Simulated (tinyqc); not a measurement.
Short-channel transistor, virtual-source model with series resistance: one step of the calculation.

The current per gate width is the charge at the top of the source barrier (the virtual source) times its velocity times a saturation function; al and be are fitting constants of the model. Units: I in uA/um, Rs in ohm um, so I Rs = 1e-6 I Rs in volts; Q in uC/cm^2, so I = 1e-4 Q vx0 Fsat with vx0 in cm/s.

Problem. What the series resistance costs. Intrinsic voltages Vg' = Vgs - I Rs, Vd' = Vds - 2 I Rs. n = n0 + nd Vd', VT = VT0 - dl Vd', Ff = 1/(1 + exp((Vg' - VT + al Vt/2)/(al Vt))), Q = Cinv n Vt ln(1 + exp((Vg' - VT + al Vt Ff)/(n Vt))), Vdsat = (vx0 L/mu)(1 - Ff) + Vt Ff, Fsat = u/(1 + u^be)^(1/be) with u = Vd'/Vdsat, and I = Q vx0 Fsat per width. I0 is the current for Rs = 0. Effective velocity I/Q; transit time L Q/I.

Parameters, values chosen for the exercise: temperature T = 300 K; inversion capacitance Cinv = 1.78 uF/cm^2; velocity at the virtual source vx0 = 7.09e6 cm/s; apparent mobility mu = 140 cm^2/(V s); channel length L = 65 nm; threshold at zero drain voltage VT0 = 0.287 V; drain-induced barrier lowering dl = 0.048 V/V; subthreshold factor n0 = 1.28; growth of n with drain voltage nd = 0.2 1/V; threshold shift (in units of Vt) from weak to strong inversion al = 3.5; sharpness of saturation be = 2; series resistance of each contact Rs = 50 ohm um; gate voltage Vgs = 0.5 V; drain voltage Vds = 0.5 V.

Constants: q = 1.602176634e-19 C, kB = 1.380649e-23 J/K, Vt = kB T/q. Results are converted to the units shown.

converged I = 240.38271 uA/um
I0 = 256.88649 uA/um

Find: loss against I0; effective velocity; transit time.

Solution.

loss against I0 = 6.425 %
effective velocity = 5.916e6 cm/s
transit time = 1.099 ps

The carriers leave the virtual source at 83.4 % of vx0.

Computed by the program tinyqc: `OMP_NUM_THREADS=1 python tinyqc.py 2380025 2380026 out.jsonl`, one thread of a shared Intel Xeon 2.30GHz, about 0.01 s for the whole run.
